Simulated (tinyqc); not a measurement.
# Ferroelectric switching, Landau-Khalatnikov equation: coercive field against sweep rate

One domain: rho dP/dt = E - (2 al P + 4 be P^3), with al = -3 sqrt(3) Ec/(4 Pr), be = 3 sqrt(3) Ec/(8 Pr^3), so that the static loop has remanence Pr and coercive field Ec. With P in uC/cm^2, E in kV/cm, rho in ohm m and t in ns, dP/dt = [E - 2 al P - 4 be P^3]/(100 rho).

The field rises as E = 4 Em t/Tp (the first quarter of a triangular wave of period Tp) from P = -Pr; the dynamic coercive field Ed is E when P crosses zero.

Parameters, values chosen for the exercise; remanent polarisation and coercive field close to those of lead zirconate titanate films:

| symbol | value | unit | meaning |
|---|---|---|---|
| Pr | 29 | uC/cm^2 | remanent polarisation |
| Ec | 79 | kV/cm | static coercive field |
| rho | 5.9 | ohm m | viscosity of the polarisation |
| Em | 170 | kV/cm | field amplitude |

Coercive field against sweep rate:

| Tp (ns) | dE/dt (kV/(cm ns)) | Ed (kV/cm) | Ed/Ec - 1 |
|---|---|---|---|
| 2100 | 0.3238 | 160.4 | 1.031 |
| 4300 | 0.1581 | 132.2 | 0.6738 |
| 8800 | 0.07727 | 113.5 | 0.4370 |
| 18000 | 0.03778 | 101.2 | 0.2813 |
| 37000 | 0.01838 | 93.15 | 0.1791 |
| 74000 | 0.009189 | 88.11 | 0.1153 |
| 1.5e5 | 0.004533 | 84.78 | 0.07315 |
| 3.1e5 | 0.002194 | 82.61 | 0.04565 |
| 6.3e5 | 0.001079 | 81.27 | 0.02870 |

Read the table: what changes, and by how much?

As the period grows, Ed falls from 160 to 81.3 kV/cm, towards the static Ec = 79 kV/cm. The excess Ed/Ec - 1 goes as Tp^(-0.59) between the first two rows and as Tp^(-0.65) between the last two; slow passage through a saddle-node point gives -2/3.

Computed by the program tinyqc: `OMP_NUM_THREADS=1 python tinyqc.py 2860117 2860118 out.jsonl`, one thread of a shared Intel Xeon 2.30GHz, about 0.1 s for the whole run.
